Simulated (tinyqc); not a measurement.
Limits of the phonon part: Bloch-Grueneisen resistivity of a metal. Computed by tinyqc, a small Python program. Command: `OMP_NUM_THREADS=1 python tinyqc.py 3007854 3007855 out.jsonl bg walk`. One thread of a shared host (Intel(R) Xeon(R) Processor @ 2.30GHz), about 0.01 s of CPU time with the checks.

Electrons scatter from a Debye spectrum of phonons (n = 5 for scattering within one band, n = 3 for scattering into a second, heavy band) and from static defects.

Inputs (values chosen for the exercise, modelled on ruthenium):
```
quantity,value,unit
exponent n,3,-
Debye temperature Theta,417,K
transport coupling lambda_tr,0.45,-
Drude plasma energy hbar w_p,7.9,eV
residual resistivity rho_0,0.33,microohm cm
```

Addition: none.

Constants: k_B = 1.380649e-23 J/K; hbar = 1.054571817e-34 J s; eps_0 = 8.8541878128e-12 F/m; hbar = 6.582119569e-16 eV s.

Method:
- J_n(y) = int_0^y x^n e^x/(e^x - 1)^2 dx, by 96 Gauss-Legendre points (upper limit at most 60).
- rho_ph = (n - 1) rho_1 (T/Theta)^n J_n(Theta/T), with rho_1 = 2 pi lambda_tr k_B Theta/(hbar eps_0 w_p^2), the high-temperature line at T = Theta.
- Matthiessen's rule: rho = rho_0 + rho_ph.
- Low T: (n - 1) n! zeta(n) rho_1 (T/Theta)^n. High T: rho_1 (T/Theta) [1 - (n - 1)/(12 (n + 1)) (Theta/T)^2].

Resistivities (microohm cm):
```
T (K),rho_ph,low-T law,straight line,line with correction,total rho
13,5.2892e-03,5.2892e-03,0.377,-,0.335
21,2.2296e-02,2.2296e-02,0.609,-,0.352
33,8.6417e-02,8.6518e-02,0.958,-,0.416
50,2.9252e-01,3.0093e-01,1.451,-,0.623
83,1.0755e+00,1.3766e+00,2.409,-,1.405
150,3.2444e+00,8.1252e+00,4.353,2.951,3.574
210,5.2110e+00,2.2296e+01,6.095,5.093,5.541
330,8.9725e+00,8.6518e+01,9.577,8.940,9.302
500,1.4100e+01,3.0093e+02,14.511,14.090,14.430
830,2.3837e+01,1.3766e+03,24.088,23.835,24.167
```

The low-T law holds to 10 % up to 50 K, the straight line from 330 K on. The local exponent of rho_ph falls from 3.00 to 1.04. Phonons overtake the residual resistivity between 50.0 and 83.0 K.

Extremes, crossings and ranges named in words are read from the listed rows.
